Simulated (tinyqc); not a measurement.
Worked calculation: lattice vibrations of a chain. Computed by tinyqc, a small Python program that keeps every step. Command: `OMP_NUM_THREADS=1 python tinyqc.py 21748 21749 out.jsonl` (the two numbers bound the seeds that draw the settings). One thread of a shared host (Intel(R) Xeon(R) Processor @ 2.60GHz), about 0.01 s of CPU time with the checks.

## Dynamical matrix at q = 0.43

A chain moving along its axis:

| atom | mass (u) | spring to the next atom (eV/angstrom^2) |
|---|---|---|
| 1 | 64.800000 | 4.400000 |
| 2 | 36.900000 | 28.500000 |
| 3 | 92.800000 | 25.500000 |
| second neighbours | - | 2.700000 |

q is in units of 2 pi/a. A spring k from atom i to atom j, n cells on, adds k to Phi_ii and Phi_jj, -k exp(2 pi i q n) to Phi_ij and the conjugate to Phi_ji (for one atom a cell: 2k (1 - cos 2 pi q n)); D_ij = Phi_ij / sqrt(m_i m_j).

D(q) (eV/(angstrom^2 u)):
```
                     1                    2                    3
1             0.544753  -0.040021+0.023510i   0.262721+0.140011i
2  -0.040021-0.023510i             1.037940  -0.445284+0.019645i
3   0.262721-0.140011i  -0.445284-0.019645i             0.640086
```

## Frequencies

omega^2 are the eigenvalues; wavenumber = 521.4708 sqrt(eigenvalue) 1/cm.

eigenvalues: 0.180782  0.670917  1.371080

wavenumbers (1/cm): 221.7  427.1  610.6

weights |e|^2 of the mass-weighted modes:
```
          mode 1    mode 2    mode 3
atom 1  0.334300  0.611873  0.053827
atom 2  0.134636  0.246918  0.618446
atom 3  0.531064  0.141210  0.327727
```

## Dispersion and heat capacity

C/k_B per atom = mean over q = (j + 1/2)/80, j = 0..39 and all branches of y^2 e^y/(e^y - 1)^2, y = hc wavenumber / k_B T.

Wavenumbers (1/cm):

| q | branch 1 | branch 2 | branch 3 |
|---|---|---|---|
| 0.000000 | 0.000000 | 467.669432 | 621.071527 |
| 0.062500 | 40.073109 | 466.518253 | 620.644346 |
| 0.125000 | 79.307147 | 463.098127 | 619.431223 |
| 0.187500 | 116.799432 | 457.537794 | 617.625775 |
| 0.250000 | 151.498031 | 450.151174 | 615.513449 |
| 0.312500 | 182.071570 | 441.596879 | 613.422105 |
| 0.375000 | 206.736001 | 433.091109 | 611.667276 |
| 0.437500 | 223.176035 | 426.521965 | 610.504718 |
| 0.500000 | 229.019832 | 423.998015 | 610.098466 |

Heat capacity:

| T (K) | C/k_B per atom |
|---|---|
| 20 | 0.047890 |
| 50 | 0.127760 |
| 100 | 0.259340 |
| 200 | 0.530879 |
| 300 | 0.717230 |
| 600 | 0.911341 |
| 1200 | 0.976385 |

zero-point energy per atom = 24.864859 meV
